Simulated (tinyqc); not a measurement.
## Double-gate transistor, scale length and short-channel effects: effect of the channel length

A body of thickness ts between two insulators of thickness ti and two tied gates. Below threshold the potential that source and drain add obeys Laplace's equation and vanishes on the gate. Its lowest mode decays along the channel as exp(-k y); k is the smallest positive root of the matching condition at the interface, and the scale length is Lambda = pi/k.

k is the smallest positive root of f(k) = ei cos(k ti) cos(k ts/2) - eps_r sin(k ti) sin(k ts/2). Along the channel psi(y) = s + a exp(y/l) + b exp(-y/l) with psi(0) = Vbi, psi(L) = Vbi + Vds and l = 1/k = Lambda/pi; with A = Vbi - s, B = A + Vds, x = exp(-L/l): a = (B - A x) x/(1 - x^2), b = (A - B x)/(1 - x^2). The minimum is s + 2 sqrt(a b), at y = (l/2) ln(b/a). The long-channel potential follows the gate as s = sT + (Vg - VTL)/m, and the threshold VT is the gate voltage at which the minimum equals sT. Swing = m Vt ln 10/g at threshold, g = d(minimum)/ds = 1 - (b x + a)/((1 + x) sqrt(a b)). DIBL = [VT(0.05 V) - VT(Vds)]/(Vds - 0.05 V). sT and Vbi are held fixed; m = 1.

Parameters, values chosen for the exercise; permittivities: semiconductor close to that of silicon, insulator close to that of silicon dioxide:
- T = 293 K (temperature)
- eps_r = 11.6 (relative permittivity of the semiconductor)
- ei = 3.91 (relative permittivity of the insulator)
- ti = 1.8 nm (insulator thickness)
- ts = 11.6 nm (body thickness)
- Vbi = 0.95 V (potential of the source)
- sT = 0.58 V (potential of the barrier top at threshold)
- Vds = 0.5 V (drain voltage)

Constants: q = 1.602176634e-19 C, kB = 1.380649e-23 J/K, Vt = kB T/q. Results are converted to the units shown.

The same in every row: Lambda (nm) = 20.74.

Results:
```
L (nm)  L/Lambda  VT - VTL at Vds = 0.05 V (mV)  VT - VTL at Vds (mV)  DIBL (mV/V)  swing (mV/decade)
23         1.109                         -203.2                -299.2        213.3              90.16
27         1.302                         -134.7                -197.5        139.4              79.47
39         1.880                         -45.80                -66.47        45.95              65.46
46         2.218                         -25.77                -37.29        25.59              62.27
55         2.651                         -12.64                -18.24        12.45              60.17
66         3.182                         -5.397                -7.777        5.289              59.01
78         3.760                         -2.158                -3.107        2.110              58.49
93         4.483                        -0.6904               -0.9938       0.6743              58.25
```

Estimate the missing row, L = 32 nm.

Computed row:
```
L (nm)  L/Lambda  VT - VTL at Vds = 0.05 V (mV)  VT - VTL at Vds (mV)  DIBL (mV/V)  swing (mV/decade)
32         1.543                         -84.17                -122.8        85.81              71.53
```

With this row back in the table: From L = 23 to 93 nm, DIBL falls from 213 to 0.674 mV/V and the swing falls from 90.2 to 58.2 mV a decade (long-channel value 58.1). Between the last two rows the threshold shift at Vds decays with a length of 13.2 nm, against 2 Lambda/pi = 13.2 nm for a shift that goes as exp(-pi L/(2 Lambda)). DIBL first drops below 100 mV/V at L = 32 nm among the rows, L/Lambda = 1.5. For L = 23 to 27 nm L is under 1.5 Lambda, where higher modes, left out of the one-mode potential, count.

Numbers from tinyqc (`OMP_NUM_THREADS=1 python tinyqc.py 2420101 2420102 out.jsonl`; about 0.01 s on one thread of a shared Intel Xeon 2.30GHz).
